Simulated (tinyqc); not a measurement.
Both saturation currents from two open-circuit voltages.

Problem. Without shunt, at open circuit JL = J01 (exp(Voc/Vt) - 1) + J02 (exp(Voc/(2 Vt)) - 1). Find J01, J02 and the mean ideality (Voc2 - Voc1)/(Vt ln(JL2/JL1)).

Parameters, values chosen for the exercise:
- T = 348 K (temperature)

Constants: q = 1.602176634e-19 C, kB = 1.380649e-23 J/K, Vt = kB T/q. Results are converted to the units shown.

photocurrents (mA/cm^2): [23.3, 1.165]
Voc (V): [0.98557044, 0.81681786]

Answer. The relation is linear in J01 and J02, so two light levels give two equations; series resistance plays no part at open circuit.

J01 = 2.200e-17 A/cm^2
J02 = 1.400e-9 A/cm^2
mean ideality = 1.878

Numbers from tinyqc (`OMP_NUM_THREADS=1 python tinyqc.py 2280046 2280047 out.jsonl`; about 0.01 s on one thread of a shared Intel Xeon 2.30GHz).
